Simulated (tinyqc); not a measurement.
Strain: hole subbands of a hard-walled well, four-band Luttinger model.

Hole energies are counted downwards from the unstrained band edge, c = hbar^2/2m0. After the usual block transformation one block is H = [[P + Q - Zs, R - i S], [R + i S, P - Q + Zs]] in (heavy, light), with P +/- Q = c [(g1 +/- g2) k^2 + (g1 -/+ 2 g2) kz^2], R = sqrt(3) c gR k^2, S = 2 sqrt(3) c g3 k kz, kz = -i d/dz; axial approximation gR = (g2 + g3)/2. Zs = b (e_par - e_perp) is the shear part of the strain (the hydrostatic part shifts all levels alike and is left out). Basis sqrt(2/L) sin(n pi z/L), n = 1 to N, for each component: kz^2 gives (n pi/L)^2 and the heavy-light block is R delta_nm - 2 sqrt(3) c g3 k D_nm with D_nm = 4 n m/(L (n^2 - m^2)) for n + m odd, 0 otherwise. The other block has the same levels. The split-off band is left out.

Constants: hbar^2/2m0 = 3.80998211 eV angstrom^2.

Parameters, chosen for this exercise (near those of GaSb; not measured data): g1 = 13.38 (Luttinger gamma1); g2 = 4.7 (gamma2); g3 = 6.01 (gamma3); L = 60 angstrom (well width along [001]); Zlist = (-0.192, -0.1416, -0.0784, -0.02, 0, 0.0646, 0.1327) eV (shear strain energies (negative: tension in the plane, for b < 0)).

N = 20. dE is the rise of the top subband from k = 0 to k1 = pi/(4L), m1 = c k1^2/dE (dash if dE is not positive), and the heavy weight is taken at k = pi/L.

Top subband:

| Zs (eV) | HH1 (meV) | LH1 (meV) | dE (meV) | heavy weight | m1 (m0) |
|---|---|---|---|---|---|
| -0.1920 | 233.6 | 45.9 | -1.652 | 0.183 | - |
| -0.1416 | 183.2 | 96.3 | -4.753 | 0.251 | - |
| -0.0200 | 61.6 | 217.9 | 8.918 | 0.524 | 0.073 |
| 0.0000 | 41.6 | 237.9 | 9.091 | 0.580 | 0.072 |
| 0.0646 | -23.0 | 302.5 | 9.483 | 0.746 | 0.069 |
| 0.1327 | -91.1 | 370.6 | 9.769 | 0.862 | 0.067 |

Give the missing row, Zs (eV) = -0.0784.

Computed row:
```
Zs (eV)  HH1 (meV)  LH1 (meV)  dE (meV)  heavy weight  m1 (m0)
-0.0784      120.0      159.5     7.083         0.374    0.092
```

HH1 and LH1 cross at Zs = -2 c g2 (pi/L)^2 = -0.0982 eV; for more negative Zs the light hole is on top. Among the rows with HH1 on top, m1 goes from 0.092 to 0.067 m0 as the splitting widens from 40 to 462 meV, against the unmixed 1/(g1 + g2) = 0.055: compression lightens the holes here. A dash marks a top subband whose hole energy at k1 lies below that at k = 0: an electron-like (negative) mass. m1 describes the neighbourhood of k = 0 only; where HH1 and LH1 lie close, the band may peak further out.

Computed by tinyqc, a small Python program: `OMP_NUM_THREADS=1 python tinyqc.py 1281005 1281006 out.jsonl` (the numbers bound the seed that draws the inputs); one thread of a shared host (Intel(R) Xeon(R) Processor @ 2.30GHz), about 0.1 s for the whole set of steps.
